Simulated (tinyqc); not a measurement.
Tight binding, kagome lattice, step by step. Computed by tinyqc, a small Python program that keeps every step. Settings: t1 = 1.74, t2 = 1.36, delta = 0, bands filled = 2. Command: `OMP_NUM_THREADS=1 python tinyqc.py 24502 24503 out.jsonl` (the two numbers bound the seeds that draw the settings). One thread of a shared host (Intel(R) Xeon(R) Processor @ 2.60GHz), about 0.01 s of CPU time with the checks.

## Bloch Hamiltonian at k

Parameters chosen for this model:
```
parameter     value                unit
t1         1.740000    eV, up triangles
t2         1.360000  eV, down triangles
delta             0        eV on site C
```

k point k (fractions of the reciprocal vectors): [0.47000, 0.21000]

H_AB = -t1 - t2 exp(-i k.a1), H_AC = -t1 - t2 exp(-i k.a2), H_BC = -t1 - t2 exp(i k.(a1 - a2)), H_CC = delta.

H(k) at k (eV), order A, B, C:
```
[[0.00000, -0.40409+0.25484i, -2.07822+1.31727i],
 [-0.40409-0.25484i, 0.00000, -1.65460-1.35732i],
 [-2.07822-1.31727i, -1.65460+1.35732i, 0.00000]]
```

## Levels at k

Diagonalise the Hermitian matrix.

eigenvalues (eV): [-3.46179, 0.36179, 3.10000]

weights |c|^2 of the basis functions, order A, B, C:
```
[[0.29510, 0.42495, 0.27995],
 [0.23635, 0.56575, 0.19790],
 [0.46855, 0.00930, 0.52215]]
```

## Bloch Hamiltonian at K

k point K (fractions of the reciprocal vectors): [0.33333, 0.66667]

As before.

H(k) at K (eV), order A, B, C:
```
[[0.00000, -1.06000+1.17779i, -1.06000-1.17779i],
 [-1.06000-1.17779i, 0.00000, -1.06000+1.17779i],
 [-1.06000+1.17779i, -1.06000-1.17779i, 0.00000]]
```

## Levels at K

As before.

eigenvalues (eV): [-2.12000, -0.98000, 3.10000]

weights |c|^2 of the basis functions, order A, B, C:
```
[[0.33333, 0.33333, 0.33333],
 [0.33333, 0.33333, 0.33333],
 [0.33333, 0.33333, 0.33333]]
```

## Bands along a path

The same steps at evenly spaced points between the labelled ones.

Bands along the path (eV):
```
k            band 1    band 2   band 3
G          -6.20000   3.10000  3.10000
G-K 0.20   -5.93614   2.83614  3.10000
G-K 0.40   -5.19186   2.09186  3.10000
G-K 0.60   -4.10347   1.00347  3.10000
G-K 0.80   -2.89361  -0.20639  3.10000
K          -2.12000  -0.98000  3.10000
K-M 0.20   -2.32179  -0.77821  3.10000
K-M 0.40   -2.65851  -0.44149  3.10000
K-M 0.60   -2.94417  -0.15583  3.10000
K-M 0.80   -3.12765   0.02765  3.10000
M          -3.19052   0.09052  3.10000
M-K' 0.20  -3.12765   0.02765  3.10000
M-K' 0.40  -2.94417  -0.15583  3.10000
M-K' 0.60  -2.65851  -0.44149  3.10000
M-K' 0.80  -2.32179  -0.77821  3.10000
K'         -2.12000  -0.98000  3.10000
```

With 2 band(s) filled, the highest filled level on these points lies at G and the lowest empty one at K-M 0.40: the bands touch or overlap, so there is no gap.
